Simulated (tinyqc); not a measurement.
On-chip power grid, static voltage drop by conjugate gradients: one step of the calculation.

A grid of 3 rows and 4 columns, node k = 4 row + column. Neighbours in a row are joined by Rx, in a column by Ry; pad nodes, which reach the supply through Rp: 0. Each node draws I0, node 5 draws kh I0. The drops u = Vdd - V solve G u = i, with G the conductance matrix (1/Rp added on the diagonal at pad nodes).

Question. Conjugate-gradient step. q = G p; with z = r/G_kk: a = (r.z)/(p.q); u(new) = u + a p; r(new) = r - a q; b = (r.z)(new)/(r.z); p(new) = z(new) + b p.

Values chosen for this exercise:
- Rx = 0.44 ohm (resistance of a horizontal segment)
- Ry = 1.9 ohm (resistance of a vertical segment)
- Rp = 0.038 ohm (resistance from a pad node to the supply)

u after iteration 2 (mV):
```
           col 0      col 1      col 2      col 3
row 0   4.014972  26.748856  36.757209  41.762573
row 1  58.017804  53.970046  45.840180  40.064895
row 2  41.762573  40.204751  36.757209  41.762573
```

r after iteration 2 (mA):
```
            col 0      col 1      col 2      col 3
row 0  -17.766699  -6.794716   1.210079  -4.469341
row 1  -38.377379  -7.449353   3.590301  22.712677
row 2   12.814882  10.750072  31.791660  -4.469341
```

p after iteration 2 (mV):
```
           col 0      col 1      col 2      col 3
row 0   0.168554   4.194378   8.648741   6.503932
row 1   1.848384   8.327752  11.864011  15.060299
row 2  12.678979  11.520445  14.678505   6.503932
```

Give: q; a; u after iteration 3; r after iteration 3; b; p after iteration 3.

Answer.

q (mA):
```
        col 0  col 1  col 2   col 3
row 0   -5.60  -3.15  13.31   -9.38
row 1  -19.54   7.18   0.98   16.27
row 2    8.33  -8.13  27.24  -23.08
```

a = 1.590

u after iteration 3 (mV):
```
       col 0  col 1  col 2  col 3
row 0   4.28  33.42  50.51  52.10
row 1  60.96  67.21  64.71  64.01
row 2  61.92  58.52  60.10  52.10
```

r after iteration 3 (mA):
```
       col 0   col 1   col 2  col 3
row 0  -8.87   -1.79  -19.95  10.44
row 1  -7.30  -18.87    2.03  -3.16
row 2  -0.44   23.68  -11.52  32.23
```

b = 0.7694

p after iteration 3 (mV):
```
       col 0  col 1  col 2  col 3
row 0  -0.17   2.88   2.72   8.74
row 1  -0.77   3.04   9.49  10.64
row 2   9.60  13.53   9.02  16.52
```

Computed by the program tinyqc: `OMP_NUM_THREADS=1 python tinyqc.py 2770139 2770140 out.jsonl`, one thread of a shared Intel Xeon 2.30GHz, about 0.1 s for the whole run.
